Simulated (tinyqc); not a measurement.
Hubbard ring of 3 sites, step by step. One step of it, computed by the program tinyqc.

Problem. Mean-field iteration 2. H(up) = T + U n(down), H(down) = T + U n(up); fill the lowest levels; n(new) = n + mixing (n(out) - n); E = tr T (rho up + rho down) + U sum n_up n_down of the output.

one-body matrix (hopping and site energies) (eV), lower triangle:
```
           1          2          3
1   0.110000
2  -1.180000  -0.010000
3  -1.180000  -1.180000  -0.560000
```

U = 1.100000 eV

electrons, up and down: 2  2

mixing = 1

n(up) after iteration 1: 1 0.429233, 2 0.575435, 3 0.995331

n(down) after iteration 1: 1 0.429233, 2 0.575435, 3 0.995331

Give: levels, up; levels, down; energy; n(up) after iteration 2; n(down) after iteration 2.

Solution.

levels, up (eV): -1.780  1.735  1.786

levels, down (eV): -1.780  1.735  1.786

energy = -1.646 eV

n(up) after iteration 2: 1 0.659, 2 0.378, 3 0.963

n(down) after iteration 2: 1 0.659, 2 0.378, 3 0.963
